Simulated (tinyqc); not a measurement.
Inside a calculation. Method: G0W0 on RHF in the sto-3g basis, for H2, spin multiplicity 1. Computed by tinyqc, a small Python program that keeps every step (integrals from PySCF). Settings: charge = 0, multiplicity = 1, basis = sto-3g, method = RHF, energy threshold = 1e-10, iteration cap = 54, orthogonalisation = symmetric, start = atomic densities, DIIS depth = 6. Command: `OMP_NUM_THREADS=1 python tinyqc.py 24904 24905 out.jsonl` (the two numbers bound the seeds that draw the settings). One thread of a shared host (Intel(R) Xeon(R) Processor @ 2.60GHz), about 0.06 s of CPU time with the checks. The early iterations of the SCF are left out here.

## One-electron integrals

Geometry (angstrom):
```
atom         x         y         z
H     0.000000  0.000000  0.000000
H     0.000000  0.000000  0.709000
```

Basis sto-3g: exponents (1/bohr^2) and contraction coefficients of normalised primitives:
```
element  l (shell)  exponent  coefficient
H            s (1)  3.425251     0.154329
H            s (1)  0.623914     0.535328
H            s (1)  0.168855     0.444635
```

Overlap, kinetic and nuclear-attraction integrals over the contracted functions; the nuclear repulsion is the sum of Za Zb / Rab.

nuclear repulsion = 0.74637124 hartree

overlap S:
```
          1H 1s     2H 1s
1H 1s  1.000000  0.680186
2H 1s  0.680186  1.000000
```

kinetic energy T (hartree):
```
          1H 1s     2H 1s
1H 1s  0.760032  0.255877
2H 1s  0.255877  0.760032
```

nuclear attraction V (hartree):
```
           1H 1s      2H 1s
1H 1s  -1.901551  -1.252007
2H 1s  -1.252007  -1.901551
```

core Hamiltonian H = T + V (hartree):
```
           1H 1s      2H 1s
1H 1s  -1.141519  -0.996130
2H 1s  -0.996130  -1.141519
```

## Two-electron integrals

Functions are numbered as in S; the eight-fold symmetry (ij|kl) = (ji|kl) = (kl|ij) leaves the list below.

Two-electron integrals (ij|kl) in chemists' order, unique and non-zero (hartree):
```
(11|11) 0.774606   (21|11) 0.462402   (21|21) 0.318595   (22|11) 0.581706
(22|21) 0.462402   (22|22) 0.774606
```

## Orthogonalisation

S = U s U^T; symmetric (Loewdin) form X = U s^(-1/2) U^T, so that X^T S X = 1.

eigenvalues of S: 0.319814  1.680186

X:
```
           1H 1s      2H 1s
1H 1s   1.269877  -0.498403
2H 1s  -0.498403   1.269877
```

## Starting guess

The start is atomic minimal-basis densities projected into this basis (PySCF's MINAO start) and scaled to the electron count of each spin; this density is not idempotent, so its energy is not variational and may lie below the converged one.

D at the start:
```
          1H 1s     2H 1s
1H 1s  0.933932  0.097132
2H 1s  0.097132  0.933932
```

## Iteration 3 (converged): orbitals

converged F (hartree):
```
           1H 1s      2H 1s
1H 1s  -0.384392  -0.609600
2H 1s  -0.609600  -0.384392
```

Diagonalise F' = X^T F X, C = X C', fill 1 alpha and 1 beta electrons from the bottom; D = 2 C_occ C_occ^T. Each column has its largest component positive (the first on a tie).

F' = X^T F X (hartree):
```
           1          2
1   0.056294  -0.647891
2  -0.647891   0.056294
```

orbital energies (hartree): MO1 -0.591597, MO2 0.704184

coefficients C:
```
            MO1        MO2
1H 1s  0.545515   1.250363
2H 1s  0.545515  -1.250363
```

D after iteration 3:
```
          1H 1s     2H 1s
1H 1s  0.595172  0.595172
2H 1s  0.595172  0.595172
```

## Convergence

Stop when the energy changes by less than 1e-10 hartree and every element of the error matrix X^T (F D S - S D F) X is below 3e-06.

Course of the cycle:
```
iteration  E (hartree)     change  largest element of the error matrix
1          -0.78743185          -                             6.06e-16
2          -1.11749514  -3.30e-01                             3.30e-16
3          -1.11749514   6.66e-16                             1.09e-16
```

PySCF RHF in the same basis = -1.11749514 hartree

Converged in 3 iterations.

## Populations, bond orders and dipole

Mulliken: Z minus the diagonal of D S on the atom; Loewdin: the same with S^(1/2) D S^(1/2); Mayer order: 2 sum_s sum (D(s) S)_ij (D(s) S)_ji over the two atoms.

Charges (e):
```
atom  Mulliken  Loewdin
1H           0        0
2H           0        0
```

Mayer bond orders:
```
pair     order
2-1   1.000000
```

dipole moment about the origin, x y z (debye): 0.000000  0.000000  0.000000

## Integrals over molecular orbitals

(pq|rs) = sum C_ip C_jq C_kr C_ls (ij|kl), one index at a time.

one-electron integrals over orbitals h = C^T H C (hartree):
```
           1          2
1  -1.272269   0.000000
2   0.000000  -0.454606
```

Two-electron integrals over orbitals (pq|rs), unique and non-zero (hartree):
```
(11|11) 0.680673   (21|21) 0.179493   (22|11) 0.669141   (22|22) 0.703413
```

## Screening: direct RPA

With D = e_a - e_i and K = (ia|jb): diagonalise D^(1/2) (D + 4K) D^(1/2) = Z w^2 Z^T; X + Y = D^(1/2) Z w^(-1/2), each column of Z with its largest component positive (the first on a tie); E_c = (sum w - tr (D + 2K)) / 2.

D^(1/2) (D + 4K) D^(1/2) (hartree^2):
```
          1>2
1>2  2.609383
```

excitation energies w (hartree): 1.615359

X + Y:
```
            1
1>2  0.895636
```

RPA correlation energy = -0.01970427 hartree

## G0W0 on Hartree-Fock: HOMO

W(p,q,m) = sqrt2 sum_ia (pq|ia) (X+Y)_ia,m; Sigma_c(x) = sum_(i,m) W^2/(x - e_i + w_m) + sum_(a,m) W^2/(x - e_a - w_m); solve x = e_p + Sigma_c(x) by Newton steps; Z = 1/(1 - dSigma/dx); 1 hartree = 27.211386 eV.

The 12 largest terms at x = e_p (hartree; W for the signs of X + Y given):
```
q  m         W       term
2  1  0.227349  -0.017755
```

Newton steps (hartree):
```
step          x  Sigma_c(x)         Z
0     -0.591597   -0.017755  0.993938
1     -0.609244   -0.017648  0.994010
2     -0.609245   -0.017648  0.994010
```

quasiparticle energy of the HOMO = -16.578404 eV

Hartree-Fock value = -16.098173 eV

## G0W0 on Hartree-Fock: LUMO

As before.

The 12 largest terms at x = e_p (hartree; W for the signs of X + Y given):
```
q  m         W      term
1  1  0.227349  0.017755
```

Newton steps (hartree):
```
step         x  Sigma_c(x)         Z
0     0.704184    0.017755  0.993938
1     0.721832    0.017648  0.994010
2     0.721832    0.017648  0.994010
```

quasiparticle energy of the LUMO = 19.642061 eV

Hartree-Fock value = 19.161830 eV
